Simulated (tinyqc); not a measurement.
From results back to parameters: three-band tight binding of a dichalcogenide monolayer. Three cases, with inputs chosen for the exercise.

Problem. In the three-band model the dz2 level is e1 + 6 t0 at Gamma and e1 - 3 t0 at K; without spin-orbit coupling the other levels are e2 + 3 s at Gamma (twofold) and e2 - 3s/2 -/+ 3 sqrt3 t12 at K, s = t11 + t22, t12 > 0. The levels below come from hidden values.

Case 1.

dz2 levels (eV): Gamma -0.3780, K 1.1070

other levels (eV): Gamma 3.34700, K lower 0.02371, K upper 2.47629

Case 2.

dz2 levels (eV): Gamma -0.4360, K 1.1210

other levels (eV): Gamma 3.34000, K lower 0.05201, K upper 2.51499

Case 3.

dz2 levels (eV): Gamma -0.0610, K 1.5950

other levels (eV): Gamma 2.91500, K lower -0.10858, K upper 3.44558

Find: e1, t0, e2, t11 + t22, t12.

Solution. The dz2 levels differ by 9 t0. The level at Gamma lies 9s/2 above the mean of the two at K, whose splitting is 6 sqrt3 t12. t1, t2 and t11 - t22 need masses or other points.

Case 1.

e1, t0, e2, t11 + t22, t12 (eV): 0.612  -0.165  1.949  0.466  0.236

Case 2.

e1, t0, e2, t11 + t22, t12 (eV): 0.602  -0.173  1.969  0.457  0.237

Case 3.

e1, t0, e2, t11 + t22, t12 (eV): 1.043  -0.184  2.084  0.277  0.342

Computed by tinyqc, one run a case: `OMP_NUM_THREADS=1 python tinyqc.py N N+1 out.jsonl` with N = 1482603, 1482618, 1482619; one thread of a shared Intel(R) Xeon(R) Processor @ 2.30GHz, about 0.01 s a run at most.
